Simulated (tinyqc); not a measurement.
Inside a calculation. Model: surface segregation during layer-by-layer epitaxy: two-layer exchange kinetics and the shape of quantum wells and delta layers. Computed by tinyqc, a small Python program that keeps every step. Command: `OMP_NUM_THREADS=1 python tinyqc.py 3028713 3028714 out.jsonl mbeseg walk`. One thread of a shared host (Intel(R) Xeon(R) Processor @ 2.30GHz), about 0.01 s of CPU time with the checks. Intermediate numbers are printed to about 7 digits and carried at full precision; extremes and crossings named in words are read from the listed rows.

Atoms A and B exchange only between the growing layer and the one below it. B is supplied for N layers, then pure A follows.

Inputs (values chosen for the exercise, close to those used for antimony in silicon):
```
quantity                                   value      unit
barrier E1 for B to move up                 1.77        eV
segregation energy E_s                      0.65        eV
attempt frequency nu                          10       THz
growth rate G                              0.084  layers/s
share x0 of B in the flux during the well   0.18         -
layers in the well N                           8         -
layer thickness                             1.36  angstrom
temperature T                                300         C
```

Constants: k_B = 8.617333262e-05 eV/K.

## Exchange rates

p1 = nu exp(-E1/(k_B T)) (B up, A down), p2 = nu exp(-(E1 + E_s)/(k_B T)) (B down); time per layer tau = 1/G; K = p1/p2. Temperatures in kelvin are T(C) + 273.15. Dilute equilibrium share passed up per layer R_eq = K/(1 + K).

p1 = 0.002730066 1/s

p2 = 5.255856e-09 1/s

p1 tau = 0.03250078

K = 519433.1

R_eq = 0.9999981

Exchange is slow against growth: segregation is kinetically frozen.

## The second layer

Each layer is deposited complete with B share x_dep and then exchanges for the time tau = 1/G with the layer below, whose share is b (total c = s + b fixed): ds/dt = p1 b (1 - s) - p2 s (1 - b), s(0) = x_dep. With the roots s1 < s2 of the right side, (s - s1)/(s - s2) = [(s(0) - s1)/(s(0) - s2)] exp(-(p1 - p2)(s2 - s1) tau). The lower layer is then buried with c - s, and s becomes the b of the next layer. Layer 1 is deposited on pure A with share x0; with nothing to lift from below, take b = 0 and s(0) = x0 for it. Then layer 2 has x_dep = x0.

share in layer 1 after its exchange = 0.1800000

root s1 for layer 2 = 0.3599989

root s2 for layer 2 = 1.000005

share in layer 2 after its exchange = 0.1847202

share buried in layer 1 = 0.1752798

## Buried profile

In the dilute tail each layer passes up the share R = R_eq (1 - exp(-(p1 + p2) tau)); decay length = -layer thickness/ln R. Index 0 is the last layer of pure A below the well. Share of B outside the intended layers 1..N = 1 - (sum over 1..N)/(N x0).

Share of B:
```
layer  intended     buried
0          0.00  0.0000000
1          0.18  0.1752798
2          0.18  0.1798766
3          0.18  0.1799968
4          0.18  0.1799999
5          0.18  0.1800000
6          0.18  0.1800000
7          0.18  0.1800000
8          0.18  0.1789531
9          0.00  0.0057054
10         0.00  0.0001824
11         0.00  0.0000058
12         0.00  0.0000002
13         0.00  0.0000000
14         0.00  0.0000000
18         0.00  0.0000000
23         0.00  0.0000000
33         0.00  0.0000000
```

share passed up R = 0.03197831

decay length = 0.3950391 angstrom

peak share (largest buried share) = 0.18

share of B outside the well = 0.004092955

The profile is close to the intended one. Caution: a decay length below one layer thickness is only formal. Caution: two-layer exchange with complete layers is a simplification that can understate segregation at low temperature; desorption, step-edge exchange and surfactants are left out.

## Kinetic against equilibrium segregation over temperature

R_eq = K/(1 + K).

Segregation:
```
T (C)        p1 tau       R_eq             R  decay length (angstrom)  peak share
180    2.456917e-06  0.9999999  2.456914e-06             1.052908e-01   0.1800000
220    9.707150e-05  0.9999998  9.706678e-05             1.471844e-01   0.1800000
260    2.209049e-03  0.9999993  2.206611e-03             2.223567e-01   0.1800000
300    3.250078e-02  0.9999981  3.197831e-02             3.950391e-01   0.1800000
340    3.366894e-01  0.9999955  2.858692e-01             1.086070e+00   0.1799942
380    2.619410e+00  0.9999904  9.271471e-01             1.797917e+01   0.1695315
420    1.608220e+01  0.9999812  9.999811e-01             7.197744e+04   0.1771058
460    8.100037e+01  0.9999660  9.999660e-01             3.997049e+04   0.1799996
```

The decay length peaks at 420 C among these rows: below, exchange is too slow; above, equilibrium rules and K = exp(E_s/(k_B T)) falls. p1 tau passes 1 between 340 and 380 C, below which sharp interfaces can be grown. Caution: decay lengths below one layer thickness are only formal.

Checks made by the program: closed form against integration of the exchange equation (relative difference below 1e-10); conservation of B (relative difference below 1e-10).
